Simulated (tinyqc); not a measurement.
Mobility and threshold from two currents.

Problem. In the linear region I = mu Cox (W/L) [(Vgs - VT) Vds - m Vds^2/2], Cox = eps0 eox/tox. Find mu and VT.

Parameters, values chosen for the exercise: relative permittivity of the gate insulator eox = 7.76; insulator thickness tox = 38 nm; gate width W = 10 um; gate length L = 2 um.

Constants: eps0 = 8.8541878128e-14 F/cm where lengths are in cm. Results are converted to the units shown.

I at Vgs = 2.13 and 2.63 V, Vds = 0.05 V (uA): [2.3674702, 5.7576921]
m = 2.0392817

Answer. The slope dI/dVgs is mu Cox (W/L) Vds; the line meets zero current at VT + m Vds/2.

mu = 150.0 cm^2/(V s)
VT = 1.730 V

Computed by the program tinyqc: `OMP_NUM_THREADS=1 python tinyqc.py 2360033 2360034 out.jsonl`, one thread of a shared Intel Xeon 2.30GHz, about 0.03 s for the whole run.
